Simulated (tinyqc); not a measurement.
Adsorption as a lattice gas: isotherms with interactions, competition, desorption peaks and saturation dose: one step, computed by the program tinyqc.

One adsorbate per site; a molecule needs 1 empty site. Gas and surface have the same temperature.

Question. Flux and the Langmuir coverage. Flux F = p/sqrt(2 pi M k_B T); k_d = nu exp(-E/(k_B T)); s0 F (1 - theta) = N_s k_d theta, so y = s0 F/(N_s k_d), theta = y/(1 + y). With a second gas on the same sites theta = y/(1 + y + K_B p_B).

Inputs (values chosen for the exercise, for a model surface): desorption energy E = 1.47 eV; prefactor nu = 2.3e+12 1/s; site density N_s = 12 1/nm^2; molecular mass M = 63.4 u; sticking coefficient s0 = 0.0062; temperature T = 558 K; pressure p = 0.013 Pa; blocking by a second gas, K_B p_B = 0.11.

Adsorption: molecular (first order).

Constants: u = 1.6605390666e-27 kg; k_B = 1.380649e-23 J/K; k_B = 8.617333262e-05 eV/K.

Give: flux F; k_d; y; Langmuir coverage; coverage with the second gas.

Answer.

flux F = 182.11 1/(nm^2 s)

k_d = 0.12159 1/s

y = 0.77383

Langmuir coverage = 0.43625

coverage with the second gas = 0.41077
